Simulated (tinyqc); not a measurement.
From base transit time tau_B back to base width W: minority-electron transport through the base of a bipolar transistor (Moll-Ross and Kroemer integrals). Computed by tinyqc, a small Python program. Command: `OMP_NUM_THREADS=1 python tinyqc.py 3025507 3025508 out.jsonl base inv`. One thread of a shared host (Intel(R) Xeon(R) Processor @ 2.30GHz), about 0.01 s of CPU time with the checks.

Low injection, one dimension, x from the emitter edge (0) to the collector edge (W), s = x/W. Recombination is treated as a small correction (valid for tau_B well below tau_n), computed from the stored charge.

Inputs (values chosen for the exercise, modelled on silicon):
```
quantity,value,unit
intrinsic density n_i at the emitter edge,9.1e+09,1/cm^3
base doping at the emitter edge N_0,1e+19,1/cm^3
mu_min,140,cm^2/(V s)
mu_max,1380,cm^2/(V s)
N_ref,1.2e+17,1/cm^3
base-emitter voltage V_BE,0.77,V
temperature T,300,K
doping ratio N_0/N(W),16,-
gap narrowing across the base dE_g,71,meV
```

Base doping profile: Gaussian. Gap grading: linear. Exit of the base: infinite sink.

Constants: k_B = 8.617333262e-05 eV/K; e = 1.602176634e-19 C.

Method. N(x) = N_0 (ratio)^(-s^2); n_i(x)^2 = n_i^2 exp(s dE_g/k_B T); D(x) = (k_B T/e) mu, mu = mu_min + (mu_max - mu_min)/(1 + (N/N_ref)^0.7). With y(x) = N n_i^2/(D n_i(x)^2): base Gummel number G_B = int_0^W y dx; J_C = e n_i^2 exp(e V_BE/k_B T)/G_B; n(x) = (J_C/e)(n_i(x)^2/(N n_i^2)) [int_x^W y dx]; transit time tau_B = (e/J_C) int n dx; trapezoid rule on 401 even points.

Problem. A run gave the result below. Find the base width W, known to lie between 89 and 210 nm.

base transit time tau_B = 3.794413 ps

Solution.

Each step takes the trial c = (a f_b - b f_a)/(f_b - f_a), f being the result less the target and a, b, c the logarithms of the listed values; c replaces end b, the old b replaces a if the sign of f changed, and otherwise f_a is halved.

Scan of the range:
```
base width W (nm),base transit time tau_B (ps)
89,1.9205
103,2.5722
118,3.3759
137,4.5506
158,6.0526
182,8.0311
210,10.6922
```

False position (Illinois rule, in the logarithm of the input) inside the bracket:
```
step,end a,end b,trial,base transit time tau_B (ps)
1,118.000,137.000,124.446,3.75484
2,137.000,124.446,125.042,3.79090
3,137.000,125.042,125.147,3.79728
4,125.042,125.147,125.100,3.79441
5,125.147,125.100,125.100,3.79441
```

Base transit time tau_B rises at every point of a 13-point scan of the range (every second point is shown), so one value fits; it is bracketed by 118 and 137. The scan shows a pure power law with exponent 2.000, so scaling from any one row also gives the answer directly. Answer: base width W = 125.1 nm.
